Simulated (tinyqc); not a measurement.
Comparisons within one model: dielectric confinement in a thin film (image charges). A value that a table varies takes the place of the one given here.

A film |z| < t/2 of dielectric constant eps between half-spaces of dielectric constant e2; lam = (eps - e2)/(eps + e2), q = e^2/(4 pi eps0). The self-energy of a band edge is taken with the high-frequency value, e2 = eh, and the field of a fixed ion with the static one, e2 = eo. A charge at z has images lam^|n| at n t + (-1)^n z. Its self-energy is S(z) = (q/2 eps) sum over n >= 1 of lam^n [1/(n t - 2z) + 1/(n t + 2z)] for odd n and 2 lam^n/(n t) for even n; at the centre S(0) = -(q/(eps t)) ln(1 - lam).

Donor at the centre, lam from the static eo, trial function cos(pi z/t) exp(-rho/l): E(l) = c/(m l^2) - (q/eps) times the integral over k of F(k t) (1 + (k l/2)^2)^(-3/2), with F(x) = F0 + 2 lam exp(-x) G/(1 - lam exp(-x)), F0 = 2[(1 - exp(-x/2))/x + x (1 + exp(-x/2))/(x^2 + 4 pi^2)], G = 2 sinh(x/2)[1/x - x/(x^2 + 4 pi^2)]; c = hbar^2/2m0. The binding energy is -E at the minimum, counted from the subband edge with its self-energy.

Constants: e^2/(4 pi eps0) = 14.39964547 eV angstrom; hbar^2/2m0 = 3.80998211 eV angstrom^2; Ry = 13.60569312 eV.

Values chosen for the exercise (near those of a Si (100) film, two-fold valleys, between layers of HfO2; the results hold for these values, not for the real material): eps = 12 (dielectric constant of the film); eh = 3.8 (high-frequency dielectric constant outside); eo = 21.8 (static dielectric constant outside); m = 0.184 m0 (mass in the plane); mz = 0.934 m0 (mass across the film); ts = (12, 18, 26, 38, 55, 80, 120) angstrom (thicknesses); t = 70 angstrom (film thickness).

## Thinning the film

<S> is the mean over (2/t) cos^2(pi z/t); confinement c (pi/t)^2/mz; donor binding with and without images.

Results:

| t (angstrom) | <S> (meV) | confinement (meV) | binding, no images (meV) | binding (meV) | l (angstrom) |
|---|---|---|---|---|---|
| 12 | 84.6 | 279.6 | 53.1 | 26.8 | 26.9 |
| 18 | 56.4 | 124.3 | 48.5 | 27.3 | 27.4 |
| 26 | 39.1 | 59.6 | 43.9 | 27.1 | 28.5 |
| 38 | 26.7 | 27.9 | 38.9 | 26.1 | 30.4 |
| 55 | 18.5 | 13.3 | 33.9 | 24.4 | 33.1 |
| 80 | 12.7 | 6.3 | 29.0 | 22.1 | 36.7 |
| 120 | 8.5 | 2.8 | 24.0 | 19.2 | 41.8 |

What can be read from the table?

Between 120 and 12 angstrom the binding goes from 19.2 to 26.8 meV; quantum confinement alone would take it from 24.0 to 53.1, so the images supply -4.9 and -26.3 meV. |<S>| goes as 1/t and exceeds the confinement energy beyond 40 angstrom. For t well above a* = 35 angstrom the separable trial function underbinds, which affects the last rows.

## Choice of the surrounding dielectric

The same film between different dielectrics; in this table one value e2 serves for both eo and eh.

Results:

| case | lam | <S> (meV) | binding (meV) | l (angstrom) |
|---|---|---|---|---|
| e2 = 1 | 0.846 | 35.3 | 92.0 | 31.1 |
| e2 = 2.5 | 0.655 | 20.7 | 65.0 | 31.8 |
| e2 = 3.9 | 0.509 | 14.1 | 53.5 | 32.3 |
| e2 = 7.5 | 0.231 | 5.4 | 39.0 | 33.3 |
| e2 = 16 | -0.143 | -2.8 | 26.6 | 34.7 |
| e2 = 25 | -0.351 | -6.5 | 21.5 | 35.6 |
| e2 = 80 | -0.739 | -12.3 | 14.0 | 37.4 |

How do the results move?

The binding spans a factor 6.6, from 92 meV in vacuum to 14.0 meV for e2 = 80; going from 3.9 to 25 changes it by -32.0 meV and the band edge by -20.6 meV, so the binding responds 1.55 times as much as the edge (for an orbit much smaller than t the binding would change by twice the change of S(0), -34.7 meV; here l/t = 0.46 for e2 = 3.9).

## What each parameter does

<S> is the mean over (2/t) cos^2(pi z/t). Each row changes one parameter from the base and keeps the others.

Results:

| case | lam from eh | <S> (meV) | binding (meV) | l (angstrom) |
|---|---|---|---|---|
| base | 0.519 | 14.5 | 22.9 | 35.3 |
| t = 80 angstrom | 0.519 | 12.7 | 22.1 | 36.7 |
| eps = 10.8 | 0.479 | 14.4 | 26.2 | 33.0 |
| eo = 30.5 | 0.519 | 14.5 | 19.7 | 36.0 |
| eh = 4.9 | 0.420 | 10.9 | 22.9 | 35.3 |
| m = 0.221 m0 | 0.519 | 14.5 | 26.1 | 31.1 |

What can be read from the table?

The largest shifts from the base row, up to three for each result and ties (the steps differ in size, so this ranks the rows, not the parameters). lam from eh: eh -0.099, eps -0.040; unchanged at the printed digits by t, eo and m. <S> (meV): eh -3.6, t -1.8, eps -0.1; unchanged at the printed digits by eo and m. binding (meV): eps +3.3, eo -3.2, m +3.2; unchanged at the printed digits by eh. l (angstrom): m -4.3, eps -2.4, t +1.4; unchanged at the printed digits by eh.

tinyqc: `OMP_NUM_THREADS=1 python tinyqc.py 1280658 1280659 out.jsonl`; about 0.03 s, one thread, shared Intel(R) Xeon(R) Processor @ 2.30GHz.
